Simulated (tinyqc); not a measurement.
# Undoped symmetric double-gate MOSFET, analytic potential model: what changes with what

An undoped body of thickness ts between two equal insulators and tied gates; long channel, electrons only, n = ni exp((psi - V)/Vt) with V the quasi-Fermi potential (0 at the source, Vd at the drain), constant mobility, no quantisation. Across the body psi(x) = V - 2 Vt ln[(ts/(2 beta)) sqrt(q ni/(2 eps0 eps_r Vt)) cos(2 beta x/ts)], x from the centre. Q is the electron charge per area of the whole body.

Values chosen for this exercise; material values close to those of gallium arsenide: temperature T = 400 K; band gap Eg = 1.41 eV; relative permittivity of the semiconductor eps_r = 12.9; conduction-band density of states at T Nc = 6.67e17 cm^-3; valence-band density of states at T Nv = 1.36e19 cm^-3; relative permittivity of the gate insulator eox = 22.5; insulator thickness tox = 4.4 nm; body thickness ts = 6 nm; gate work function less that of the intrinsic body dphi = 0 V; channel mobility mu = 700 cm^2/(V s); gate length L = 1 um; drain voltage Vd = 0.05 V.

Constants: q = 1.602176634e-19 C, kB = 1.380649e-23 J/K, Vt = kB T/q, eps0 = 8.8541878128e-14 F/cm where lengths are in cm. Results are converted to the units shown.

Each table varies one quantity; the others keep the values above.

## Effect of the insulator thickness

ni = sqrt(Nc Nv) exp(-Eg/(2 Vt)), Eg in volts; r = eps_r tox/(eox ts); V0 = dphi + 2 Vt ln[(2/ts) sqrt(2 eps0 eps_r Vt/(q ni))]. beta (between 0 and pi/2) solves (Vg - V0 - V)/(2 Vt) = ln(beta) - ln(cos beta) + 2 r beta tan(beta). Q = 8 eps0 eps_r Vt beta tan(beta)/ts; I = mu (1/L)(4 eps0 eps_r/ts)(2 Vt)^2 [g(beta_s) - g(beta_d)] per width, g = beta tan(beta) - beta^2/2 + r beta^2 tan^2(beta), with beta_s at V = 0 and beta_d at V = Vd.  I(low) is taken at Vg = 0.48 V, Qs and I(high) at Vg = 1.23 V.

The same in every row: V0 (V) = 0.7255.

Effect of the insulator thickness:
```
tox (nm)  I(low) (nA/um)  Qs(high) (nC/cm^2)  I(high) (uA/um)
1.5                7.817                8331            272.6
2.1                7.817                6310            207.2
3.1                7.815                4558            150.1
4.4                7.813                3390            112.0
6.3                7.810                2495            82.60
9.2                7.806                1799            59.69
13                 7.800                1330            44.21
```

Read the table: what changes, and by how much?

As tox goes from 1.5 to 13 nm, I(low) stays near 7.81 nA/um and I(high) falls from 273 to 44.2 uA/um. On average I(low) is independent of tox and I(high) goes as tox^(-0.84). Below threshold no voltage drops over the insulator in this long-channel model, so its thickness does not matter there. In every row the surface density at the source at the higher gate voltage passes 0.3 Nc, where Boltzmann statistics fail. In every row the body is thin enough for quantum confinement, left out here, to raise the threshold.

## Effect of the body thickness

Same model as above.

Effect of the body thickness:
```
ts (nm)   V0 (V)  I(low) (nA/um)  Qs(high) (nC/cm^2)  I(high) (uA/um)
2        0.80125          2.6066              3339.6           110.08
2.8      0.77805          3.6487              3362.9           110.94
3.9      0.75521          5.0810              3378.3           111.52
5.5      0.73151          7.1629              3388.4           111.90
7.7      0.70831          10.022              3394.3           112.12
11       0.68372          14.303              3397.9           112.26
15       0.66234          19.475              3399.6           112.32
```

What does the table show?

As ts goes from 2 to 15 nm, I(low) rises from 2.61 to 19.5 nA/um and I(high) rises from 110 to 112 uA/um. On average I(low) goes as ts^(1.00) and I(high) goes as ts^(0.01). Below threshold the charge is proportional to the cross-section of the body; above it the insulator sets the charge. In every row the surface density at the source at the higher gate voltage passes 0.3 Nc, where Boltzmann statistics fail. For ts = 2 to 5.5 nm the body is thin enough for quantum confinement, left out here, to raise the threshold.

Computed by the program tinyqc: `OMP_NUM_THREADS=1 python tinyqc.py 2440159 2440160 out.jsonl`, one thread of a shared Intel Xeon 2.30GHz, about 0.03 s for the whole run.
